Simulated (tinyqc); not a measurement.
The product rho l across metals: free and nearly free electrons in a metal.

Constants: hbar^2/2m0 = 3.80998211 eV angstrom^2; hbar = 6.58211957e-16 eV s.

Free electrons with m = 1; fcc cells hold 4 atoms and bcc cells 2; n = atoms z/a^3, kF = (3 pi^2 n)^(1/3), rho l = hbar kF/(n e^2), e = 1.602176634e-19 C. Inputs are chosen for the exercise.

Cases:

| case | lattice | a (angstrom) | z | rho (micro-ohm cm) |
|---|---|---|---|---|
| near Li | bcc | 3.496 | 1 | 9.27 |
| near Ag | fcc | 4.095 | 1 | 1.47 |
| near K | bcc | 5.201 | 1 | 6.38 |
| near Al | fcc | 4.055 | 3 | 2.62 |
| near Na | bcc | 4.257 | 1 | 5.06 |
| near Cu | fcc | 3.616 | 1 | 1.69 |

Rank the cases by rho l (1e-16 ohm m^2), lowest first.

Answer: near Al, near Cu, near Ag, near Li, near Na, near K.

Results:

| case | lattice | a (angstrom) | z | rho (micro-ohm cm) | kF (1/angstrom) | EF (eV) | l (nm) | rho l (1e-16 ohm m^2) |
|---|---|---|---|---|---|---|---|---|
| near Li | bcc | 3.496 | 1 | 9.27 | 1.115 | 4.74 | 10.6 | 9.79 |
| near Ag | fcc | 4.095 | 1 | 1.47 | 1.199 | 5.48 | 57.5 | 8.46 |
| near K | bcc | 5.201 | 1 | 6.38 | 0.749 | 2.14 | 33.9 | 21.66 |
| near Al | fcc | 4.055 | 3 | 2.62 | 1.747 | 11.62 | 15.2 | 3.99 |
| near Na | bcc | 4.257 | 1 | 5.06 | 0.916 | 3.19 | 28.7 | 14.51 |
| near Cu | fcc | 3.616 | 1 | 1.69 | 1.358 | 7.03 | 39.0 | 6.59 |

rho l falls as n^(-2/3): it is lowest for the case near Al and highest for near K. The lowest bulk rho belongs to near Ag; in very narrow wires, where rho l rules, the order changes. Real Fermi surfaces depart from spheres, most for the polyvalent and noble metals.

Run: tinyqc, `OMP_NUM_THREADS=1 python tinyqc.py 1682541 1682542 out.jsonl`; Intel(R) Xeon(R) Processor @ 2.30GHz, one thread, shared host; about 0.01 s of CPU time with all checks.
